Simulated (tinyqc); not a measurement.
Double-gate transistor below threshold, two-dimensional Poisson equation on a small mesh: one step of the calculation.

Half of a symmetric double-gate structure: row 0 is the mid-plane of the body, where the normal field vanishes. Mobile charge is neglected (subthreshold), the body is fully depleted, and potentials are counted from the intrinsic level; rows run upward to the gate, columns from source to drain.

Task. Gauss-Seidel sweep. Free nodes: rows 0..3, columns 1..4, taken row by row from row 0, left to right. t = (up psi(above) + dn psi(below) + lat [psi(left) + psi(right)] + s)/(up + dn + 2 lat), with the newest neighbours; psi(new) = t.

psi at the start (fixed values on the edges, free nodes at zero) (V):
```
	j=0	j=1	j=2	j=3	j=4	j=5
row 0	0.4700000	0.0000000	0.0000000	0.0000000	0.0000000	1.1700000
row 1	0.4700000	0.0000000	0.0000000	0.0000000	0.0000000	1.1700000
row 2	0.4700000	0.0000000	0.0000000	0.0000000	0.0000000	1.1700000
row 3	0.2450000	0.0000000	0.0000000	0.0000000	0.0000000	0.5950000
row 4	0.0200000	0.0200000	0.0200000	0.0200000	0.0200000	0.0200000
```

```
row	up	dn	lat	s (V)
0	24.57	0	2.7857143	0
1	24.57	24.57	5.5714286	0
2	35	24.57	3.5892857	0
3	35	35	1.6071429	0
```

Wanted: psi after iteration 1.

Result.

psi after iteration 1 (V):
```
	j=0	j=1	j=2	j=3	j=4	j=5
row 0	0.4700	0.0434	0.0040	0.0004	0.1082	1.1700
row 1	0.4700	0.0611	0.0073	0.0008	0.1523	1.1700
row 2	0.4700	0.0478	0.0053	0.0006	0.1190	1.1700
row 3	0.2450	0.0378	0.0129	0.0101	0.0797	0.5950
row 4	0.0200	0.0200	0.0200	0.0200	0.0200	0.0200
```

Numbers from tinyqc (`OMP_NUM_THREADS=1 python tinyqc.py 2480128 2480129 out.jsonl`; about 0.2 s on one thread of a shared Intel Xeon 2.30GHz).
